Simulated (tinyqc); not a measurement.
Stress in a transistor channel from embedded alloy regions, liners and fins, by half-space elasticity: one step, computed by the program tinyqc.

Plane strain in an isotropic half-space, the same constants everywhere; x along the channel from its centre, y downwards from the free surface; stress is positive in tension.

Task: Mobility change, linear estimate. d mu/mu = -(pi_L s_xx + pi_z s_yy) for the embedded regions alone; the stress across the width is left out.

Inputs (values chosen for the exercise, modelled on silicon): longitudinal piezoresistance coefficient = -31.9 1e-11/Pa; vertical piezoresistance coefficient = 52.5 1e-11/Pa.

Stressor: Si(1-x)C(x) source and drain.

s_xx = 584.7142 MPa

s_yy = -0.8335200 MPa

Give: mobility change.

Result:

mobility change = 18.70 %

The vertical stress supplies 0.044 of these points. Caution: beyond a few hundred MPa bulk piezoresistance coefficients no longer describe an inversion layer well.
